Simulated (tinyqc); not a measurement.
One-electron ion in a basis of Gaussians, step by step. One step of it, computed by the program tinyqc.

Problem. Generalised eigenproblem. Solve H C = S C e through S^(-1/2); each column has its largest component positive (the first on a tie).

H = T + V (hartree), lower triangle:
```
           1          2         3          4
1  -0.384424
2  -0.434468  -0.336688
3  -0.423087  -0.387442  1.365164
4  -0.342604  -0.634347  1.498197  11.990323
```

S, lower triangle:
```
          1         2         3         4
1  1.000000
2  0.684369  1.000000
3  0.283648  0.684312  1.000000
4  0.098851  0.283674  0.684412  1.000000
```

Give: eigenvalues of S; eigenvalues; coefficients.

Solution.

eigenvalues of S: 0.1122  0.3802  1.1047  2.4029

eigenvalues (hartree): -0.4986  0.2190  3.6984  22.1506

coefficients:
```
        1        2        3        4
1  0.6049  -1.2335   0.5190  -0.1967
2  0.4295   1.2374  -1.4529   0.6413
3  0.0834   0.0192   1.5171  -1.3890
4  0.0189   0.0328  -0.0617   1.4801
```

For Z = 1 and l = 0 the exact lowest level is -Z^2/(2 n^2) with n = l + 1: -0.500000 hartree.
